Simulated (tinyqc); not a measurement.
Configuration-coordinate model of carrier capture at a defect, step by step. Values are carried at full precision from step to step, so a last printed digit may differ when a step is redone from the rounded ones.

Two parabolas of equal curvature k in one coordinate Q: with the carrier free at the band edge, U_f = k Q^2/2; with the carrier trapped, U_t = k (Q - dQ)^2/2 - ET. ER = k dQ^2/2, Huang-Rhys factor S = ER/hw, hw = 0.0646541 sqrt(k/M) eV for k in eV/angstrom^2 and M in u. The curves cross at a height Eb = (ER - ET)^2/(4 ER) above the free minimum.

Constants: kB = 8.617333262e-05 eV/K.

Parameters, chosen for this exercise (of the size met at a DX centre in AlGaAs; the results hold for these values, not for the real material): ET = 0.05 eV (thermal depth of the level below the band edge); ER = 0.78 eV (relaxation energy); hw = 0.01 eV (phonon energy of the mode); M = 16 u (mass of the mode); T = 300 K (temperature); nu = 1e+13 1/s (attempt rate).

## The two parabolas

Form S, k, dQ, the crossing point Qc = (ER - ET)/(k dQ), Eb, and the emission barrier Eb + ET.

S = 78.000
k = 0.3828 eV/angstrom^2
dQ = 2.0188 angstrom
Qc = 0.9447 angstrom

barriers (eV): capture 0.1708, emission 0.2208

ER > ET: the crossing lies between the two minima (large relaxation); at Q = 0 the trapped level lies above the band edge.

## Optical transitions

Vertical ionisation from the trapped minimum costs ET + ER; vertical capture from the free minimum releases ET - ER (none if negative); the band has a standard deviation sqrt(S hw^2 coth(hw/2kT)) with S = ER/hw, and a full width 2.35482 times that.

energies (eV): ionisation peak 0.830, zero-phonon 0.050, emission peak -0.730

coth(hw/2kT) = 5.2347
standard deviation = 0.2021 eV
full width = 0.4758 eV

Vertical capture would need energy: there is no luminescence peak (at most a tail of the broadened line), and a carrier freed by light must cross the barrier Eb to return or tunnel through it; where tunnelling is slow this gives persistent photoconductivity at low temperature. The optical peak exceeds the thermal depth by a factor 16.60.

## The multiphonon factor

Multiphonon factor for giving p = ET/hw phonons to the lattice: W = exp(-S (2 nb + 1)) ((nb + 1)/nb)^(p/2) I_p(x), nb = 1/(exp(hw/kT) - 1), x = 2 S sqrt(nb (nb + 1)), I_p the modified Bessel function. Classical limit: W = hw exp(-Eb/kT)/sqrt(4 pi ER kT). At T = 0: exp(-S) S^p/Gamma(p + 1).

Form p, nb, x and ln W, the classical ln W, and the capture time 1/(nu W).

p, nb, x: 5.0000  2.1174  400.7878

ln W: quantum -10.499, classical -10.526

capture time = 3.63e-09 s

The quantum factor is 1.03 times the classical one at kT/hw = 2.59: the two agree.

## Emission by detailed balance

For equal degeneracies and one band-edge state, emission time = capture time x exp(ET/kT).

ET/kT = 1.934
log10 of the emission time in s = -7.60

## Checks

- Ln W for the nearest whole p against the double Poisson sum over emitted and absorbed phonons: both -10.4990.

Computed by tinyqc, a small Python program: `OMP_NUM_THREADS=1 python tinyqc.py 1451978 1451979 out.jsonl` (the numbers bound the seed that draws the inputs); one thread of a shared host (Intel(R) Xeon(R) Processor @ 2.30GHz), about 0.01 s for the whole set of steps.
